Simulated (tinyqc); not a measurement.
MOS structure on a p-type body with a doping step (retrograde), non-linear Poisson equation by Newton steps: two steps of the calculation.

One dimension, insulator interface at x = 0, acceptor density N1 for x < x1 and Na beyond, net doping C = -(acceptor density). psi is counted from the intrinsic level: n = ni exp((psi - Vb)/Vt), p = ni exp(-psi/Vt); deep in the body psi_b = -Vt ln(Na/ni). The gate acts through Cox = eps0 eox/tox and has the potential psi_G = Vg - (phiM - chi - Vt ln(Nc/ni)). Boltzmann statistics, full ionisation, classical densities, no oxide or interface charge. Acceptors in real wide-gap material are deep and only partly ionised in the neutral body.

Parameters, values chosen for the exercise; band and dielectric values those of a made-up semiconductor:
- T = 250 K (temperature)
- Eg = 3.24 eV (band gap)
- Nc = 1.25e19 cm^-3 (conduction-band density of states at T)
- Nv = 1.68e19 cm^-3 (valence-band density of states at T)
- chi = 4.49 eV (electron affinity)
- Na = 1.3e17 cm^-3 (acceptor density deep in the body)
- eox = 3.9 (relative permittivity of the gate insulator (close to silicon dioxide))
- tox = 7.9 nm (insulator thickness)
- phiM = 5.09 eV (gate work function)
- Vb = 0 V (electron quasi-Fermi potential against the body)
- Vg = 0.96 V (gate voltage against the body)

Constants: q = 1.602176634e-19 C, kB = 1.380649e-23 J/K, Vt = kB T/q, eps0 = 8.8541878128e-14 F/cm where lengths are in cm. Results are converted to the units shown.

Question 1. Scales and end potentials. ni = sqrt(Nc Nv) exp(-Eg/(2 Vt)), Eg in volts; Cox, psi_G and psi_b as defined.

Find: ni; Cox; psi_G; psi_b.

Answer 1.

ni = 3.187e-14 cm^-3
Cox = 0.4371 uF/cm^2
psi_G = 1.977 V
psi_b = -1.518 V

Question 2. Converged densities and sheet charges. n and p as above; box widths w_i (half boxes at both ends); band bending psi_0 - psi_b; N_inv = sum w n; N_dep = -sum w (p + C); centroid sum w n x/N_inv; gate charge Cox (psi_G - psi_0)/q.

```
node	x (nm)	converged psi (V)	net doping C (cm^-3)
0	0	1.3003259	-3.9e16
1	0.4	1.2889132	-3.9e16
2	1.14	1.2678251	-3.9e16
3	2.49	1.2294387	-3.9e16
4	4.98	1.1589255	-3.9e16
5	9.55	1.0304827	-3.9e16
6	18	0.7963080	-3.9e16
7	33.4	0.3806050	-3.9e16
8	61.9	-0.3509826	-1.3e17
9	114	-1.2662308	-1.3e17
10	211	-1.5163425	-1.3e17
11	388	-1.5184496	-1.3e17
```

ni = 3.1867427e-14 cm^-3

Find: n; p; band bending; N_inv; N_dep; centroid of the electrons; gate charge over q.

Answer 2.

```
node	n (cm^-3)	p (cm^-3)
0	5.209e12	1.950e-40
1	3.067e12	3.311e-40
2	1.152e12	8.813e-40
3	1.940e11	5.235e-39
4	7.349e9	1.382e-37
5	1.892e7	5.367e-35
6	359.9	2.822e-30
7	1.500e-6	6.772e-22
8	2.678e-21	3.792e-7
9	9.490e-40	1.070e12
10	8.614e-45	1.179e17
11	7.812e-45	1.300e17
```

band bending = 2.819 V
N_inv = 4.393e5 cm^-2
N_dep = 1.845e12 cm^-2
centroid of the electrons = 0.7125 nm
gate charge over q = 1.846e12 cm^-2

N_inv + N_dep is 0.042 % below the gate charge.

Numbers from tinyqc (`OMP_NUM_THREADS=1 python tinyqc.py 2080035 2080036 out.jsonl`; about 0.6 s on one thread of a shared Intel Xeon 2.30GHz).
